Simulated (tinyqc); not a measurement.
# Changing the doping N

Model: carrier lifetime from Shockley-Read-Hall, radiative, Auger and surface recombination. Computed by tinyqc, a small Python program. Command: `OMP_NUM_THREADS=1 python tinyqc.py 3011307 3011308 out.jsonl lifetime sweep`. One thread of a shared host (Intel(R) Xeon(R) Processor @ 2.30GHz), about 0.02 s of CPU time with the checks.

Energies are counted from the top of the valence band. Boltzmann statistics, full ionisation, and equal excess densities of electrons and holes.

Inputs (values chosen for the exercise, for a model semiconductor):

| quantity | value | unit |
|---|---|---|
| gap E_g | 1.63 | eV |
| electron mass m_e | 0.0628 | m_0 |
| valleys M_c | 1 | - |
| hole mass m_h | 0.453 | m_0 |
| temperature T | 300 | K |
| trap level E_t | 1.48 | eV |
| trap density N_t | 9.1e+13 | cm^-3 |
| electron cross-section sigma_n | 2e-17 | cm^2 |
| hole cross-section sigma_p | 3.6e-14 | cm^2 |
| radiative coefficient B | 1.7e-10 | cm^3/s |
| Auger coefficient C_n | 1.4e-31 | cm^6/s |
| Auger coefficient C_p | 9.4e-31 | cm^6/s |
| excess density dn | 4.1e+12 | cm^-3 |
| generation rate G | 2e+23 | cm^-3 s^-1 |
| diffusion coefficient D | 38 | cm^2/s |

Doping: n-type. Surface term: none.

Constants: m_0 = 9.1093837015e-31 kg; k_B = 1.380649e-23 J/K; h = 6.62607015e-34 J s; k_B = 8.617333262e-05 eV/K.

Method:
- N_c = 2 M_c (2 pi m_e k_B T/h^2)^(3/2) and N_v = 2 (2 pi m_h k_B T/h^2)^(3/2), masses in units of m_0.
- n_i = sqrt(N_c N_v) exp(-E_g/2 k_B T); majority density N/2 + sqrt(N^2/4 + n_i^2), minority density n_i^2 over it.
- v = sqrt(3 k_B T/m) with m_e or m_h; tau_n0 = 1/(sigma_n v_n N_t), tau_p0 = 1/(sigma_p v_p N_t); n1 = N_c exp(-(E_g - E_t)/k_B T), p1 = N_v exp(-E_t/k_B T).
- With n = n_0 + dn, p = p_0 + dn and U/dn = 1/tau: (n p - n_i^2)/dn = n_0 + p_0 + dn = s; 1/tau_SRH = s/[tau_p0 (n + n1) + tau_n0 (p + p1)]; 1/tau_rad = B s; 1/tau_Aug = (C_n n + C_p p) s; the rates add.
- Radiative efficiency = tau_eff/tau_rad; effective diffusion length = sqrt(D tau_eff).
- dn solves dn/tau_eff(dn) = G (60 bisections in ln dn between 1e-2 and 1e22 cm^-3); the splitting of the quasi-Fermi levels is k_B T ln(n p/n_i^2).

One run for each value:

| doping N (cm^-3) | effective lifetime at dn (s) | tau_SRH at dn (s) | tau_rad at dn (s) | tau_Aug at dn (s) | quasi-Fermi splitting under G (eV) |
|---|---|---|---|---|---|
| 1.00e+14 | 6.7533e-07 | 6.8350e-07 | 5.6507e-05 | 5.2128e+02 | 1.4267 |
| 4.00e+14 | 1.8671e-07 | 1.8914e-07 | 1.4557e-05 | 4.0952e+01 | 1.4267 |
| 2.00e+15 | 5.1269e-08 | 5.2181e-08 | 2.9352e-06 | 1.7543e+00 | 1.4266 |
| 7.00e+15 | 2.6617e-08 | 2.7488e-08 | 8.3984e-07 | 1.4503e-01 | 1.4266 |
| 3.00e+16 | 1.8067e-08 | 1.9901e-08 | 1.9605e-07 | 7.9271e-03 | 1.4265 |
| 1.00e+17 | 1.3948e-08 | 1.8284e-08 | 5.8821e-08 | 7.1403e-04 | 1.4258 |
| 6.00e+17 | 6.3080e-09 | 1.7706e-08 | 9.8039e-09 | 1.9840e-05 | 1.4224 |
| 2.00e+18 | 2.5170e-09 | 1.7626e-08 | 2.9412e-09 | 1.7857e-06 | 1.4236 |
| 1.00e+19 | 5.6471e-10 | 1.7598e-08 | 5.8824e-10 | 7.1428e-08 | 1.4260 |

What does the table show?

Over the rows, effective lifetime at dn (s) falls from 6.75e-7 to 5.65e-10 (exponent d ln y / d ln x between -0.93 and -0.21); tau_SRH at dn (s) falls from 6.84e-7 to 1.76e-8 (exponent d ln y / d ln x -0.93 between the first rows and -9.8e-4 between the last); tau_rad at dn (s) falls from 5.65e-5 to 5.88e-10 (exponent d ln y / d ln x about -1.00 throughout).

Caution (rows 1.00e14, 4.00e14): the trap density is not small against the doping, so trapped charge breaks the equality of the excess densities. Caution (rows 1.00e17, 6.00e17, 2.00e18, 1.00e19): the doping is near the effective density of states, where Boltzmann statistics fail and the gap narrows.

Extremes, crossings and ranges named in words are read from the listed rows.
